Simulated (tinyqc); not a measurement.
Changing the backscatter ratio eta: electron-beam lithography: double-Gaussian proximity function, edge placement and dose correction for parallel lines. Computed by tinyqc, a small Python program. Command: `OMP_NUM_THREADS=1 python tinyqc.py 3113899 3113900 out.jsonl proximity sweep`. One thread of a shared host (Intel(R) Xeon(R) Processor @ 2.30GHz), about 0.01 s of CPU time with the checks.

Lines are infinitely long. Absorbed energy is counted so that the middle of a very large area written at dose 1 receives 1; the resist develops where it exceeds 1/2.

Inputs (values chosen for the exercise, of the order of those for 30 keV electrons in resist on silicon):
```
quantity                              value               unit
forward range alpha                    0.01         micrometre
backscatter range beta                  4.1         micrometre
base dose D0                            110  microcoulomb/cm^2
width of the test line                0.097         micrometre
pattern density around the test line   0.25                  -
```

line widths (micrometre): 0.031  5.1  1.5  0.048  0.059

gaps between the lines (micrometre): 0.56  0.064  1.7  0.16

Method:
- The first line starts at x = 0; each next one starts after the width and the gap.
- f(r) = [exp(-r^2/alpha^2)/alpha^2 + eta exp(-r^2/beta^2)/beta^2]/(pi (1 + eta)). A line from a to b at dose d gives E(x) = d [S(alpha) + eta S(beta)]/(1 + eta), S(s) = [erf((b - x)/s) - erf((a - x)/s)]/2.
- M_ij is the mean of E at the two edges of line i from line j at dose 1.
- Uncorrected edge energies are M 1. Solve M d = 1/2 for the doses d that put the mean edge energy of every line at the threshold.
- A test line of width w << beta in surroundings of density rho, all at dose d: near its edge E(x) = d [S + eta rho]/(1 + eta), S = [erf((b - x)/alpha) - erf((a - x)/alpha)]/2 for edges a and b, the second term being the background energy. Dose to size d_s = (1 + eta)/(erf(w/alpha) + 2 eta rho), dose = d_s D0; edge slope d [1 - exp(-w^2/alpha^2)]/(sqrt(pi) alpha (1 + eta)); width change per 1 % of dose = 2 x 0.01 x (1/2)/slope.

One run for each value:
```
backscatter ratio eta  largest over smallest dose  dose to size d_s  width change per 1 % of dose (nm)
0.1                                        1.0634            1.0476                            0.18611
0.3                                        1.1895            1.1304                            0.20383
0.5                                        1.3146            1.2000                            0.22156
0.7                                        1.4394            1.2593                            0.23928
0.9                                        1.5643            1.3103                            0.25701
1.1                                        1.6892            1.3548                            0.27473
1.3                                        1.8141            1.3939                            0.29245
1.5                                        1.9392            1.4286                            0.31018
1.7                                        2.0643            1.4595                            0.32790
```

Describe the trends.

Over the rows, largest over smallest dose rises from 1.06 to 2.06 (exponent d ln y / d ln x 0.10 between the first rows and 0.50 between the last); dose to size d_s rises from 1.05 to 1.46 (exponent d ln y / d ln x 0.069 between the first rows and 0.17 between the last); width change per 1 % of dose (nm) rises from 0.186 to 0.328 (exponent d ln y / d ln x 0.083 between the first rows and 0.44 between the last).

Extremes, crossings and ranges named in words are read from the listed rows.
